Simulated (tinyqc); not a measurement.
Inside a calculation: virtual-crystal alloy A(1-x)B(x) in sp3s* tight binding. Values are carried at full precision from step to step, so a last printed digit may differ when a step is redone from the rounded ones.

Virtual crystal: a(x) = (1 - x) aA + x aB (Vegard); the six levels are averaged linearly; the seven couplings follow Harrison's rule, V(x) a(x)^2 = (1 - x) V_A aA^2 + x V_B aB^2. No spin-orbit coupling and no disorder. Gaps are measured from the top of the valence band at Gamma; the Delta value is the minimum on (kx,0,0) for kx from 0.5 to 1.

Parameters, chosen for this exercise (A near a published set for Si, B for Ge; such sets place X and L only to about 0.5 eV; the results hold for these values, not for the real material):
```
symbol  value                                                                                           unit      meaning
aA      5.435                                                                                           angstrom  lattice constant of A
aB      5.658                                                                                           angstrom  of B
pA      (-4.215, 1.713, -4.215, 1.713, 6.689, 6.689, -8.267, 1.712, 4.566, 5.713, 5.713, 5.394, 5.394)  eV        order Esa, Epa, Esc, Epc, Exa, Exc, Vss, Vxx, Vxy, Vsapc, Vscpa, Vxapc, Vpaxc
pB      (-5.874, 1.608, -5.874, 1.608, 6.369, 6.369, -6.782, 1.612, 4.915, 5.462, 5.462, 5.23, 5.23)    eV        the same for B
x       0.3                                                                                                       fraction of B
```

## Parameters of the alloy

Form a(x) and the thirteen parameters.

a(x) = 5.5019 angstrom

parameters (eV): Esa -4.7127, Epa 1.6815, Esc -4.7127, Epc 1.6815, Exa 6.5930, Exc 6.5930, Vss -7.7987, Vxx 1.6809, Vxy 4.6783, Vsapc 5.6353, Vscpa 5.6353, Vxapc 5.3438, Vpaxc 5.3438

Against a plain linear average the 1/a^2 rule changes Vss by +22.8 meV and Vxy by +7.6 meV.

## Levels at Gamma

The parameters stand in the order Esa, Epa, Esc, Epc, Exa, Exc, Vss, Vxx, Vxy, Vsapc, Vscpa, Vxapc, Vpaxc. At k = 0 the s levels are the roots of [[Esa, Vss], [Vss, Esc]] and the p levels those of [[Epa, Vxx], [Vxx, Epc]]; the direct gap runs from the lower p root to the lower of the two upper roots.

s roots (eV): -12.5114  3.0860

p roots (eV): 0.0006  3.3624

direct gap = 3.0854 eV

The lowest empty level at Gamma is s-like.

## The Hamiltonian at L

sp3s* tight binding, nearest neighbours only: anion (a) at 0, cation (c) at a/4 (1,1,1), orbitals s, px, py, pz, s* on each; k in units of 2 pi/a. With phases e_j = exp(i (pi/2) k.n_j) for n = (1,1,1), (1,-1,-1), (-1,1,-1), (-1,-1,1): g0 = (e1+e2+e3+e4)/4, g1 = (e1+e2-e3-e4)/4, g2 = (e1-e2+e3-e4)/4, g3 = (e1-e2-e3+e4)/4. The diagonal holds the levels Esa, Epa, Exa (s*) and Esc, Epc, Exc. Anion-cation block: <sa|sc> = Vss g0; <sa|xc> = Vsapc g1; <xa|sc> = -Vscpa g1; <xa|xc> = Vxx g0; <xa|yc> = <ya|xc> = Vxy g3, <xa|zc> = <za|xc> = Vxy g2, <ya|zc> = <za|yc> = Vxy g1; <s*a|xc> = Vxapc g1; <xa|s*c> = -Vpaxc g1; y and z take g2 and g3 in place of g1; s-s* and s*-s* vanish.

k = (1/2,1/2,1/2); parameters in the order Esa, Epa, Esc, Epc, Exa, Exc, Vss, Vxx, Vxy, Vsapc, Vscpa, Vxapc, Vpaxc.

g0, g1, g2, g3: 0.3536-0.3536i  -0.3536+0.3536i  -0.3536+0.3536i  -0.3536+0.3536i

H (eV), lower triangle (Hermitian):
```
                  sa               xa               ya               za              s*a       sc
sa           -4.7127
xa                 0           1.6815
ya                 0                0           1.6815
za                 0                0                0           1.6815
s*a                0                0                0                0           6.5930
sc   -2.7573-2.7573i   1.9924+1.9924i   1.9924+1.9924i   1.9924+1.9924i                0  -4.7127
xc   -1.9924-1.9924i   0.5943+0.5943i  -1.6540-1.6540i  -1.6540-1.6540i  -1.8893-1.8893i        0
yc   -1.9924-1.9924i  -1.6540-1.6540i   0.5943+0.5943i  -1.6540-1.6540i  -1.8893-1.8893i        0
zc   -1.9924-1.9924i  -1.6540-1.6540i  -1.6540-1.6540i   0.5943+0.5943i  -1.8893-1.8893i        0
s*c                0   1.8893+1.8893i   1.8893+1.8893i   1.8893+1.8893i                0        0

         xc      yc      zc     s*c
xc   1.6815
yc        0  1.6815
zc        0       0  1.6815
s*c       0       0       0  6.5930
```

## Levels at L

Diagonalise H; four bands are filled. The top of the valence band is the lower p root at Gamma.

levels (eV): -10.2544  -7.3417  -1.4981  -1.4981  1.9305  2.4716  4.8611  4.8611  9.0345  11.2831

gap from the valence top to L = 1.9299 eV

## The three valleys

The same at Gamma, along Delta and at L.

gaps (eV): Gamma 3.0854, Delta 1.0382, L 1.9299

position of the Delta minimum = 0.753 2 pi/a

In this model the alloy is indirect, with its lowest valley at the Delta line and the next 892 meV above. The bowing from disorder and bond relaxation, left out here, lowers real gaps, by tenths of an eV in badly matched pairs.

## Checks

- Direct gap from the blocks against the full matrix: both 3.08538.

Computed by tinyqc, a small Python program: `OMP_NUM_THREADS=1 python tinyqc.py 1481947 1481948 out.jsonl` (the numbers bound the seed that draws the inputs); one thread of a shared host (Intel(R) Xeon(R) Processor @ 2.30GHz), about 0.06 s for the whole set of steps.
